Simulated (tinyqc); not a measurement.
Nucleation and growth against temperature: classical nucleation, growth and JMAK kinetics of crystallisation from a melt or glass. Computed by tinyqc, a small Python program. Command: `OMP_NUM_THREADS=1 python tinyqc.py 3024540 3024541 out.jsonl nucl walk`. One thread of a shared host (Intel(R) Xeon(R) Processor @ 2.30GHz), about 0.01 s of CPU time with the checks.

A spherical nucleus cap on a flat wall with a sharp interface of isotropic energy gamma; lambda = Omega^(1/3) is the jump distance.

Inputs (values chosen for the exercise, for a model substance):

| quantity | value | unit |
|---|---|---|
| melting point T_m | 1030 | K |
| heat of melting per volume H | 1320 | J/cm^3 |
| interface energy gamma | 0.142 | J/m^2 |
| atomic volume Omega | 14.5 | angstrom^3 |
| diffusion prefactor D0 | 5.9e-06 | m^2/s |
| activation energy Q | 0.798 | eV |
| contact angle theta | 125 | degrees |
| wall area per volume S_v | 770000 | 1/m |

Nucleation: on a flat wall. Driving force: Thompson-Spaepen.

Constants: k_B = 1.380649e-23 J/K; k_B = 8.617333262e-05 eV/K.

Method:
- Driving force per volume: dG = H [(T_m - T)/T_m] [2 T/(T_m + T)].
- Shape factor f = (2 + cos theta)(1 - cos theta)^2/4.
- W(r) = f [4 pi r^2 gamma - (4/3) pi r^3 dG]; r* = 2 gamma/dG; W* = f 16 pi gamma^3/(3 dG^2); n* = f (4/3) pi r*^3/Omega.
- D = D0 exp(-Q/(k_B T)); attachment rate k+ = (A*/lambda^2) D/lambda^2 with A* = 2 pi r*^2 (1 - cos theta); Zeldovich factor Z = sqrt(W*/(3 pi k_B T))/n*; sites per volume N = S_v/lambda^2; I = N Z k+ exp(-W*/(k_B T)); lag time = 1/(4 pi Z^2 k+).
- Growth (Wilson-Frenkel): u = (D/lambda) [1 - exp(-dG Omega/(k_B T))].
- JMAK with steady nucleation and growth, nuclei spread at random: extended fraction X_e = (pi/3) I u^3 t^4, X = 1 - exp(-X_e); t_X = [-3 ln(1 - X)/(pi I u^3)]^(1/4); final grains per volume = Gamma(5/4) (3/pi)^(1/4) (I/u)^(3/4), Gamma(5/4) = 0.9064024771.
- Grain size = (grains per volume)^(-1/3). Rows are kept where W*/(k_B T) < 70.

Rates:

| T (K) | W*/(k_B T) | I (1/(m^3 s)) | u (m/s) | t_0.5 (s) | grain size (micrometre) |
|---|---|---|---|---|---|
| 515 | 30.774 | 1.5702e+18 | 2.2237e-04 | 1.3993e-02 | 3.5783e+00 |
| 566 | 30.475 | 1.0208e+19 | 1.0299e-03 | 2.7756e-03 | 3.2874e+00 |
| 618 | 31.660 | 1.1828e+19 | 3.6820e-03 | 1.0290e-03 | 4.3570e+00 |
| 670 | 34.628 | 1.8686e+18 | 1.0450e-02 | 7.4642e-04 | 8.9700e+00 |
| 721 | 40.014 | 2.1938e+16 | 2.4175e-02 | 1.2088e-03 | 3.3608e+01 |
| 772 | 49.520 | 3.6852e+12 | 4.7767e-02 | 6.3714e-03 | 3.5000e+02 |
| 824 | 67.618 | 1.0495e+05 | 8.2310e-02 | 3.2611e-01 | 3.0868e+04 |

Among these rows I peaks at 618 K, u at 824 K and the change is fastest at 670 K, between the two. Growth has no barrier W*, so it peaks nearer T_m than nucleation. The grain size goes as (u/I)^(1/4), from 3.6 micrometre at the lowest T to 31000 at the highest. Caution: grain sizes above a centimetre mean that a sample waits for single nuclei, and the half time has no meaning there.

Extremes, crossings and ranges named in words are read from the listed rows.
